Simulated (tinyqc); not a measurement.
Six-band Luttinger-Kohn model with strain: sweeps and comparisons. A value that a table varies takes the place of the one given here.

Six-band Luttinger-Kohn model in the basis |3/2,3/2>, |3/2,1/2>, |3/2,-1/2>, |3/2,-3/2>, |1/2,1/2>, |1/2,-1/2>, electron energies, zero at the top of the unstrained valence band. H = -[rows: (P+Q, -S, R, 0, -S/r2, r2 R); (-S*, P-Q, 0, R, -r2 Q, r32 S); (R*, 0, P-Q, S, r32 S*, r2 Q); (0, R*, S*, P+Q, -r2 R*, -S*/r2); (-S*/r2, -r2 Q, r32 S, -r2 R, P+Dso, 0); (r2 R*, r32 S*, r2 Q, -S/r2, 0, P+Dso)], r2 = sqrt(2), r32 = sqrt(3/2). Levels are twofold.

P = c g1 k^2 - av tr(e); Q = c g2 (kx^2 + ky^2 - 2 kz^2) - (b/2)(exx + eyy - 2 ezz); R = c sqrt3 [-g2 (kx^2 - ky^2) + 2i g3 kx ky] + (sqrt3/2) b (exx - eyy) - i d exy; S = 2 c sqrt3 g3 (kx - i ky) kz - d (exz - i eyz); c = hbar^2/2m0, e the strain tensor (not engineering shear).

s11 = (C11 + C12)/((C11 - C12)(C11 + 2 C12)), s12 = -C12/((C11 - C12)(C11 + 2 C12)), s44 = 1/C44; exx = s11 sxx + s12 (syy + szz) and cyclic, exy = s44 sxy/2; tension is positive. A uniaxial stress X along the unit vector n is s_ij = X n_i n_j.

Constants: hbar^2/2m0 = 3.80998211 eV angstrom^2.

Parameters, chosen for this exercise (near those of InAs; not measured data): Dso = 0.389 eV (spin-orbit splitting); g1 = 19.93 (Luttinger gamma1); g2 = 8.47 (gamma2); g3 = 9.23 (gamma3); av = 1.01 eV (valence hydrostatic potential); b = -1.78 eV (tetragonal shear potential); d = -3.69 eV (trigonal shear potential); C11 = 85.6 GPa; C12 = 44 GPa; C44 = 40 GPa; load = uniaxial [100] (kind of stress); X1 = 1.8 GPa (size of the stress); E_h = 15 meV (hole energy below the top); X = -1.61 GPa (stress).

## Sweep of a uniaxial [100] stress

Edges at k = 0 and curvature masses of the top pair along [110] and [001] (step 0.0002 1/angstrom); at zero stress the top is fourfold and has no single curvature.

Edges and masses:
```
X (GPa)  top (eV)  second (eV)  third (eV)  splitting (meV)  m [110]  m [001]
-2.10      0.1093      -0.1021     -0.4329            211.3    0.037    0.158
-1.40      0.0672      -0.0680     -0.4126            135.3    0.038    0.133
-0.70      0.0301      -0.0340     -0.3973             64.1    0.040    0.109
0.00       0.0000       0.0000     -0.3890              0.0        -        -
0.70       0.0340      -0.0209     -0.3899             55.0    0.064    0.035
1.40       0.0680      -0.0312     -0.4014             99.3    0.064    0.035
2.10       0.1021      -0.0309     -0.4235            133.0    0.064    0.035
```

The splitting reaches 211.3 meV under compression and 133.0 meV under the same tension; linear shear terms alone would make the two equal, and the difference comes from the coupling to the split-off band. At the ends of the sweep the top pair has a mass along [110] of 0.037 under compression and 0.064 under tension, so compression gives the lighter holes along [110]; along [001] it has 0.158 and 0.035. The top edge itself moves by +109 and +102 meV. The ends of the sweep mean strains up to 3.8 %, beyond the range of linear deformation potentials.

## Which stress helps holes along [110]

Each load has size X1 (biaxial: sxx = syy); masses are curvatures of the top pair at k = 0.

Results:
```
load                         splitting (meV)  top edge (meV)  m [110]  m [001]
uniaxial [110], compression            124.1            58.8    0.022    0.160
uniaxial [110], tension                 98.9            68.9    0.385    0.028
uniaxial [100], compression            178.2            90.7    0.038    0.147
uniaxial [100], tension                119.8            87.5    0.064    0.035
uniaxial [111], compression            106.1            47.7    0.030    0.050
uniaxial [111], tension                 82.9            58.4    0.093    0.050
biaxial (001), compression             119.8            56.1    0.035    0.334
biaxial (001), tension                 178.2           122.2    0.147    0.022
```

The lightest mass along [110] (0.022) comes with uniaxial [110], compression. The largest splitting (178.2 meV) comes with uniaxial [100], compression; biaxial (001), tension. The heaviest mass along [001] (0.334), which lowers the confinement energy in a (001) channel, comes with biaxial (001), compression. The splitting per GPa follows b (s11 - s12) for loads along cube axes and d s44 for [111]: here 2 |b| (s11 - s12) = 85.6 and |d| s44/sqrt3 = 53.3 meV per GPa in the limit of large Dso; where the splitting nears Dso, mixing with the split-off band makes it depend on the sign of the load.

## Warping of the constant-energy contours (six-band Luttinger-Kohn model)

No strain (e = 0). In the plane kz = 0, |k| where the top and second pairs lie E_h below the top, against the angle from [100]; m = c k^2/E_h.

Contours:
```
angle (degrees)  k top (1/angstrom)  k second (1/angstrom)  m top (m0)  m second (m0)
0                            0.0363                 0.0104       0.334          0.028
9                            0.0370                 0.0104       0.348          0.028
18                           0.0391                 0.0104       0.388          0.027
27                           0.0422                 0.0103       0.452          0.027
36                           0.0454                 0.0103       0.523          0.027
45                           0.0468                 0.0103       0.557          0.027
```

The heavy contour reaches 1.290 times as far along [110] as along [100], the light one 0.985 times. The warping follows g3 - g2 = 0.76 and would vanish for g2 = g3. Along [100] the heavy mass is 1/(g1 - 2 g2) = 0.334 at any energy, while the light one is 0.0276, against 1/(g1 + 2 g2) = 0.0271 at the edge, for E_h/Dso = 0.04.

## What each parameter does

Edges at k = 0 under a uniaxial [100] stress X and the curvature mass of the top pair along [110] (step 0.0002 1/angstrom). Each row changes one parameter from the base and keeps the others.

Results:
```
case            top (eV)  second (eV)  third (eV)  mass (m0)
base              0.0794      -0.0783     -0.4182      0.038
d = -2.952 eV     0.0794      -0.0783     -0.4182      0.038
g1 = 15.944       0.0794      -0.0783     -0.4182      0.045
g3 = 7.384        0.0794      -0.0783     -0.4182      0.038
b = -2.136 eV     0.1007      -0.0920     -0.4258      0.038
C12 = 35.2 GPa    0.0605      -0.0673     -0.4135      0.038
av = 1.212 eV     0.0775      -0.0801     -0.4201      0.038
C44 = 32 GPa      0.0794      -0.0783     -0.4182      0.038
```

The largest shifts from the base row, up to three for each result and ties (the steps differ in size, so this ranks the rows, not the parameters). top (eV): b +0.0213, C12 -0.0189, av -0.0019; unchanged at the printed digits by d, g1, g3 and C44. second (eV): b -0.0138, C12 +0.0110, av -0.0019; unchanged at the printed digits by d, g1, g3 and C44. third (eV): b -0.0075, C12 +0.0048, av -0.0019; unchanged at the printed digits by d, g1, g3 and C44. mass (m0): g1 +0.007; unchanged at the printed digits by d, g3, b, C12, av and C44. The Luttinger parameters multiply k^2 and cannot move the edges; av shifts all edges alike and leaves the mass.

Run: tinyqc, `OMP_NUM_THREADS=1 python tinyqc.py 1080883 1080884 out.jsonl`; Intel(R) Xeon(R) Processor @ 2.30GHz, one thread, shared host; about 0.06 s of CPU time with all checks.
